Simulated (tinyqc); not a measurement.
Enthalpies against pressure: pressure-driven transition between two phases with analytic equations of state. Computed by tinyqc, a small Python program. Command: `OMP_NUM_THREADS=1 python tinyqc.py 3016484 3016485 out.jsonl transition walk`. One thread of a shared host (Intel(R) Xeon(R) Processor @ 2.30GHz), about 0.04 s of CPU time with the checks.

Each phase obeys E = E0 + (9 B0 V0/h^2) {1 + [h (1 - x) - 1] exp(h (1 - x))}, P = 3 B0 (1 - x) x^-2 exp(h (1 - x)), x = (V/V0)^(1/3), h = (3/2)(B' - 1); E0 = 0 for phase 1 and Delta E0 for phase 2. H = E + P V.

Inputs (values chosen for the exercise, for two model phases):
```
quantity,value,unit
volume V0 of phase 1,17.1,angstrom^3/atom
B0 of phase 1,64.1,GPa
B' of phase 1,3.58,-
volume V0 of phase 2,13.6,angstrom^3/atom
B0 of phase 2,75.5,GPa
B' of phase 2,4.17,-
"energy of phase 2 above phase 1, Delta E0",0.073,eV/atom
```

Equation of state: Vinet.

Constants: 1 eV/angstrom^3 = 160.2176634 GPa.

Method. Start from P = Delta E0/(V0 of phase 1 - V0 of phase 2); at each P solve P(V) = P for both phases and step P(new) = P - (H_2 - H_1)/(V_2 - V_1); stop when |H_2 - H_1| < 1e-10 eV. At the zero-temperature transition the volume change is V_2/V_1 - 1 and the work is P (V_1 - V_2). For each P solve P(V) = P in both phases.

transition pressure = 3.47956 GPa

V_1 at the transition = 16.2711 angstrom^3

V_2 at the transition = 13.0377 angstrom^3

Both phases:
```
P (GPa),V_1 (angstrom^3),V_2 (angstrom^3),H_2 - H_1 (meV/atom),stable
0.00,17.100,13.600,73.000,phase 1
0.87,16.875,13.448,54.195,phase 1
1.70,16.672,13.310,36.612,phase 1
2.60,16.464,13.169,17.918,phase 1
3.20,16.331,13.079,5.658,phase 1
3.80,16.203,12.992,-6.445,phase 2
4.50,16.059,12.893,-20.377,phase 2
5.60,15.844,12.746,-41.877,phase 2
```

What does the comparison show, and why?

H_2 - H_1 changes with slope V_2 - V_1, from -3.500 to -3.098 angstrom^3 per atom over the table, and passes zero at 3.48 GPa. An error of 10 meV per atom in Delta E0 moves the transition by about 0.50 GPa.
